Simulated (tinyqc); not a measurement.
# Changing the temperature T

Model: thermal boundary conductance by the acoustic and diffuse mismatch models. Computed by tinyqc, a small Python program. Command: `OMP_NUM_THREADS=1 python tinyqc.py 3017909 3017910 out.jsonl kapitza sweep`. One thread of a shared host (Intel(R) Xeon(R) Processor @ 2.30GHz), about 0.02 s of CPU time with the checks.

Each side has one longitudinal and two transverse Debye branches, omega = v q up to q_D = (6 pi^2 n)^(1/3), with n counting all atoms. Scattering at the interface is elastic. Electrons are left out of G, also for metals. Melting is ignored. G refers to the temperatures of the phonons sent towards the interface. Linear branches over all atoms overstate G at high T, most for crystals with several atoms a cell.

Inputs (values chosen for the exercise, modelled on silicon carbide (side 1) and tungsten (side 2)): density rho_1 = 3.26 g/cm^3; longitudinal velocity vL_1 = 12300 m/s; transverse velocity vT_1 = 7590 m/s; atom density n_1 = 98.2 1/nm^3; conductivity kappa_1 = 398 W/(m K); density rho_2 = 18.8 g/cm^3; longitudinal velocity vL_2 = 5270 m/s; transverse velocity vT_2 = 2850 m/s; atom density n_2 = 62.2 1/nm^3; conductivity kappa_2 = 170 W/(m K); thickness d_1 = 53 nm; thickness d_2 = 15000 nm; heat flux J = 10 kW/cm^2.

Structure: film on a substrate.

Constants: hbar = 1.054571817e-34 J s; k_B = 1.380649e-23 J/K.

Method:
- omega_c = v q_D for each branch, given as hbar omega_c/k_B; impedance Z = rho v.
- No mode conversion. t(theta) = 4 Z_1 Z_2 cos(theta_1) cos(theta_2)/N^2, with N = Z_2 cos(theta_1) + Z_1 cos(theta_2) for L (the form for pressure waves) and N = Z_1 cos(theta_1) + Z_2 cos(theta_2) for both T branches (the form for shear waves polarised along the interface); sin(theta_2) = (v_2/v_1) sin(theta_1), and t = 0 beyond the critical angle arcsin(v_1/v_2); the mean over the incoming flux is alpha = 2 int t sin(theta_1) cos(theta_1) d theta_1 (64 Gauss-Legendre points).
- G = (k_B^4 T^3/(8 pi^2 hbar^3)) int W(x) x^4 e^x/(e^x - 1)^2 dx, x = hbar omega/(k_B T). Acoustic mismatch: W = sum over the three branches of alpha(1 to 2)/v_1^2, each up to the lower of its two cut-offs. Diffuse mismatch: W = S_1 S_2/(S_1 + S_2), where S_i sums 1/v^2 over the branches of side i still below their cut-off. Radiation limit: W = min(S_1, S_2). The integral is split at the four cut-offs (64 Gauss-Legendre points a piece, x at most 45).
- Boundary resistance R = 1/G and Kapitza length kappa_2/G use the diffuse value.
- In series: Delta T = J (d_1/kappa_1 + R + d_2/kappa_2), with bulk conductivities in the layers and one-dimensional flow.

One run for each value; columns: (1) temperature T (K); (2) G, diffuse mismatch (MW/(m^2 K)); (3) G, acoustic mismatch (MW/(m^2 K)); (4) Kapitza length in side 2 (nm); (5) interface share of film plus interface:
```
(1)           (2)         (3)         (4)      (5)
3.0    9.9206e-03  8.3548e-03  1.7136e+07  1.00000
5.7    6.8045e-02  5.7305e-02  2.4983e+06  0.99999
11.0   4.8905e-01  4.1186e-01  3.4762e+05  0.99993
20.0   2.9392e+00  2.4751e+00  5.7840e+04  0.99961
38.0   1.9634e+01  1.6218e+01  8.6583e+03  0.99739
71.0   9.9570e+01  6.9143e+01  1.7073e+03  0.98691
130.0  3.0012e+02  1.6293e+02  5.6645e+02  0.96157
250.0  5.2873e+02  2.5146e+02  3.2152e+02  0.93422
480.0  6.3833e+02  2.9131e+02  2.6632e+02  0.92166
900.0  6.7340e+02  3.0384e+02  2.5245e+02  0.91771
```

Describe and explain the trends.

Over the rows, G, diffuse mismatch (MW/(m^2 K)) rises from 0.00992 to 673 (exponent d ln y / d ln x 3.0 between the first rows and 0.085 between the last); G, acoustic mismatch (MW/(m^2 K)) rises from 0.00835 to 304 (exponent d ln y / d ln x 3.0 between the first rows and 0.067 between the last); Kapitza length in side 2 (nm) falls from 1.71e7 to 252 (exponent d ln y / d ln x -3.0 between the first rows and -0.085 between the last). At the low end the exponent of G, diffuse mismatch is 3.00, close to 3: the T^3 law of long waves. At the low end the exponent of G, acoustic mismatch is 3.00, close to 3: the T^3 law of long waves. G follows the heat capacity of the modes that both sides share: T^3 while only long waves are excited, flat once k_B T passes the shared cut-offs. The conductivities are held fixed here.

Caution (rows 3.00, 5.70, 11.0, 20.0, 38.0, 71.0, 130): kappa_2 is of room-temperature size, so the Kapitza length is only nominal at this T. Caution (rows 3.00, 5.70, 11.0, 20.0, 38.0): the rise is not small against T, so constant conductivities fail; a rise of thousands of kelvin would destroy the stack. Caution (rows 3.00, 5.70, 11.0, 20.0, 38.0, 71.0, 130): the conductivities are of room-temperature size; at this T real values can differ much and free paths can be long. Caution (all rows): R from emitted-phonon temperatures is too large for use in series with Fourier layers, by up to a factor of about 2. Caution (all rows): layers this thin are often below the phonon free path, where bulk conductivities and independent interfaces no longer hold. Caution (rows 250, 480, 900): at this temperature short waves carry the heat; linear branches up to q_D overstate their velocity, and inelastic processes, left out here, grow with T.
